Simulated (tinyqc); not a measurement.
Finite-difference solution of the diffusion equation on a small grid: one step, computed by the program tinyqc.

dC/dt = D d2C/dx2 on nodes x_j = j dx, j = 0..7; the far end is sealed.

Question. Amplification factors. The mode of M with eigenvalue mu has its amplitude multiplied per step by g = (1 + (1 - theta) r mu)/(1 - theta r mu), with theta = 0 explicit, 1 implicit, 1/2 Crank-Nicolson; the explicit scheme is stable for r up to 2/|mu_min|.

Boundary at x = 0: sealed surface. Scheme: explicit.

operator M, rows 0, 1, 2, 3, 4, 5, 6, 7:
```
[[-2, 2, 0, 0, 0, 0, 0, 0],
 [1, -2, 1, 0, 0, 0, 0, 0],
 [0, 1, -2, 1, 0, 0, 0, 0],
 [0, 0, 1, -2, 1, 0, 0, 0],
 [0, 0, 0, 1, -2, 1, 0, 0],
 [0, 0, 0, 0, 1, -2, 1, 0],
 [0, 0, 0, 0, 0, 1, -2, 1],
 [0, 0, 0, 0, 0, 0, 2, -2]]
```

mesh ratio r = 0.384

Give: eigenvalues mu of M; factors g; largest stable r of the explicit scheme.

Answer.

eigenvalues mu of M: [-4.000, -3.802, -3.247, -2.445, -1.555, -0.753, -0.198, 0.000]

factors g: [-0.536, -0.460, -0.247, 0.061, 0.403, 0.711, 0.924, 1.000]

largest stable r of the explicit scheme = 0.5

The smallest factor is -0.536: the shortest waves flip sign at each step while they decay.
